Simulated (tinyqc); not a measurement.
Resistance of a source-drain extension with a graded tip: two steps of the calculation.

y runs along the channel, the gate covers y > 0. The doping is N0 for y < y0 and N0 10^(-(y - y0)/la) beyond, uniform over the depth xj. Sheet conductance s(y) = q mu(N) max(N - Nch, 0) xj + (for y > 0) ma Cox Vo, with mu(N) = u0 + (u1 - u0)/(1 + (N/Nr)^au) and Cox = eps0 eox/tox. Current is taken as one-dimensional; depletion of the tip, spreading and the contact are left out. The metallurgical junction lies at yj, where N = Nch.

Parameters, values chosen for the exercise; mobility law close to that of holes in silicon:
```
symbol    value        unit                                                                 meaning
eox         3.9              relative permittivity of the gate insulator (close to silicon dioxide)
tox         2.8          nm                                                     insulator thickness
N0       1.4e20       cm^-3                        active doping of the extension far from the gate
la          5.4   nm/decade                                                      lateral abruptness
y0          1.1          nm          position under the gate where the fall begins (gate edge at 0)
xj           23          nm                                                  depth of the extension
Nch      6.7e17       cm^-3                                                          channel doping
Vo         0.51           V                                                          gate overdrive
ma           72  cm^2/(V s)                                      mobility of the gate-induced layer
u1        470.5  cm^2/(V s)                                                  mobility at low doping
u0         44.9  cm^2/(V s)                                                 mobility at high doping
Nr      2.23e17       cm^-3                                                        reference doping
au        0.719                                                                            exponent
Lg           60          nm                                                             gate length
```

Constants: q = 1.602176634e-19 C, eps0 = 8.8541878128e-14 F/cm where lengths are in cm. Results are converted to the units shown.

Question 1. Sheet resistances and junction position. yj = y0 + la log10(N0/Nch); sheet resistance of the full extension 1/[q mu(N0)(N0 - Nch) xj] and of the gate-induced layer 1/(ma Cox Vo); metallurgical length Lg - 2 yj; ye is where the doped and the gate-induced conductances are equal.

Wanted: yj; sheet resistance of the extension; sheet resistance of the induced layer; metallurgical length; ye; N at ye.

Answer 1.

yj = 13.63 nm
sheet resistance of the extension = 397.5 ohm/square
sheet resistance of the induced layer = 2.208e4 ohm/square
metallurgical length = 32.74 nm
ye = 11.53 nm
N at ye = 1.639e18 cm^-3

The gate takes over 2.10 nm before the junction, where N is still 2.45 times the channel doping.

Question 2. Resistance of the overlapped part. Midpoint rule on 11 equal steps from 0 to yj: R_ov = sum h/s(y), per width.

Find: y; N; doped conductance; sheet resistance; R_ov.

Answer 2.

```
point  y (nm)  N (cm^-3)  doped conductance (uS)  sheet resistance (ohm/square)
0      0.6195   1.400e20                    2516                          390.4
1       1.858   1.013e20                    1857                          525.7
2       3.097   5.974e19                    1141                          843.1
3       4.336   3.522e19                   710.3                           1323
4       5.575   2.077e19                   449.1                           2023
5       6.814   1.224e19                   288.0                           3001
6       8.053   7.220e18                   186.3                           4319
7       9.292   4.257e18                   119.6                           6064
8       10.53   2.510e18                   73.51                           8418
9       11.77   1.480e18                   39.33                        1.182e4
10      13.01   8.726e17                   12.01                        1.745e4
```

R_ov = 69.60 ohm um

Numbers from tinyqc (`OMP_NUM_THREADS=1 python tinyqc.py 2282120 2282121 out.jsonl`; about 0.04 s on one thread of a shared Intel Xeon 2.30GHz).
